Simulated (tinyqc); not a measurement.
# Square on-chip spiral inductor, lumped pi model: effects of single changes

Outer diameter do = di + 2 n wd + 2 (n - 1) sp, mean da = (do + di)/2, fill p = (do - di)/(do + di), length l = 4 n da. L = 2.34 mu0 n^2 da/(1 + 2.75 p), mu0 = 4 pi 1e-7 H/m. Rs = rho l/(wd delta (1 - exp(-th/delta))), delta = sqrt(rho/(pi f mu0)). Cs = n wd^2 eps0 eo/hu across the coil. At each end Cox = l wd eps0 eo/(2 ho) leads to the substrate branch Rsi = 2 rs he/(l wd) in parallel with Csi = l wd eps0 11.7/(2 he). With one end grounded Y = 1/(Rs + i w L) + i w Cs + 1/[1/(i w Cox) + 1/(1/Rsi + i w Csi)], w = 2 pi f; Q = -Im Y/Re Y. Eddy currents in neighbouring turns and in the substrate are left out.

Parameters, values chosen for the exercise; values of the order met in silicon radio-frequency processes:
- n = 3.5 (number of turns)
- wd = 4 um (line width)
- sp = 1.5 um (space between turns)
- di = 60 um (inner diameter)
- th = 0.9 um (metal thickness)
- rho = 1.9 uohm cm (metal resistivity)
- ho = 9.7 um (oxide below the coil)
- hu = 0.8 um (oxide between coil and underpass)
- eo = 3 (relative permittivity of the oxide)
- rs = 100 ohm cm (substrate resistivity)
- he = 30 um (effective spreading depth in the substrate)
- f = 1.3 GHz (frequency)

Constants: eps0 = 8.8541878128e-12 F/m. Results are converted to the units shown.

Each table varies one quantity; the others keep the values above.

## Quality factor against frequency

Apparent inductance Im(1/Y)/w; share of the loss Re(substrate branch)/Re Y.

Quality factor against frequency:
```
f (GHz)  Rs (ohm)  w L/Rs      Q  apparent inductance (nH)  loss in the substrate (%)
0.89        6.928   1.389  1.388                     1.721                    0.01494
1.5         7.308   2.219  2.215                     1.721                    0.04631
2.4         7.763   3.342  3.331                     1.724                     0.1188
3.9         8.383   5.029  4.986                     1.729                     0.2976
6.3         9.201   7.401  7.243                     1.744                     0.7103
10          10.26   10.54  10.00                     1.782                      1.594
17          11.91   15.43  13.31                     1.914                      3.875
28          14.08   21.50  14.23                     2.372                      8.467
45          16.89   28.81  6.870                     5.899                      16.60
```

What does the table show?

Q goes from 1.39 through a maximum of 14.2 (at f = 28 GHz among the rows listed) to 6.87; the exact peak is 14.5 at 24.5 GHz and Q reaches zero at the self-resonance, 53.3 GHz. The share of the substrate rises from 0.0149 to 16.6 %, and the apparent inductance ends at 3.43 times L. At the peak the substrate takes 6.93 % of the loss. For f = 28, 45 the coil is longer than 0.15 of a wavelength in the oxide, where one lumped section is rough.

## Effect of the number of turns

Same model as above.

Peak Q and its frequency from a search over f; self-resonance where Im Y = 0; Q at the given f (negative beyond resonance).

Effect of the number of turns:
```
n    L (nH)  do (um)  peak Q  f of the peak (GHz)  self-resonance (GHz)  Q at f
1.5  0.3455    73.50   17.67                85.83                 190.4   1.066
2.5  0.9056    84.50   16.23                40.72                 88.91   1.549
3.5   1.721    95.50   14.47                24.53                 53.26   1.951
4.5   2.804    106.5   12.81                16.55                 35.98   2.307
5.5   4.175    117.5   11.36                11.93                 26.11   2.630
6.5   5.857    128.5   10.11                8.998                 19.86   2.928
8.5   10.25    150.5   8.131                5.592                 12.62   3.456
```

Read the table: what changes, and by how much?

As n goes from 1.5 to 8.5, L rises from 0.346 to 10.2 nH, the peak Q falls from 17.7 to 8.13, its frequency falls from 85.8 to 5.59 GHz and the self-resonance falls from 190 to 12.6 GHz.

Computed by the program tinyqc: `OMP_NUM_THREADS=1 python tinyqc.py 2302018 2302019 out.jsonl`, one thread of a shared Intel Xeon 2.30GHz, about 0.01 s for the whole run.
